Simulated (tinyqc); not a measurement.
Plane-wave Kohn-Sham cycle with exchange-only LDA in a layered model solid, step by step. One step of it, computed by the program tinyqc.

Problem. Iteration 2: Hamiltonian at one k. H(m,m') = (k + G_m)^2/2 delta + V(G_m - G_m'), with V(-G) = V(G).

A solid whose potential varies along x alone (atomic units):

| parameter | value |
|---|---|
| period a | 15.600000 |
| cross-section of the cell | 39.000000 |
| electrons per cell | 2 |
| grid points | 16 |
| plane waves -n..n, n | 3 |
| k points | 1 |
| V1 in V1 cos(2 pi x/a) | -0.630000 |

V(G_m), m = 0, 1, 2, ... (hartree): -0.144276  -0.290015  0.003561  -0.002488  -0.001146  0.000322  0.000479

k = 0.000000 2 pi / a

Give: H.

Solution.

H (hartree):
```
        -3      -2      -1      +0      +1      +2      +3
-3   0.586  -0.290   0.004  -0.002  -0.001   0.000   0.000
-2  -0.290   0.180  -0.290   0.004  -0.002  -0.001   0.000
-1   0.004  -0.290  -0.063  -0.290   0.004  -0.002  -0.001
+0  -0.002   0.004  -0.290  -0.144  -0.290   0.004  -0.002
+1  -0.001  -0.002   0.004  -0.290  -0.063  -0.290   0.004
+2   0.000  -0.001  -0.002   0.004  -0.290   0.180  -0.290
+3   0.000   0.000  -0.001  -0.002   0.004  -0.290   0.586
```
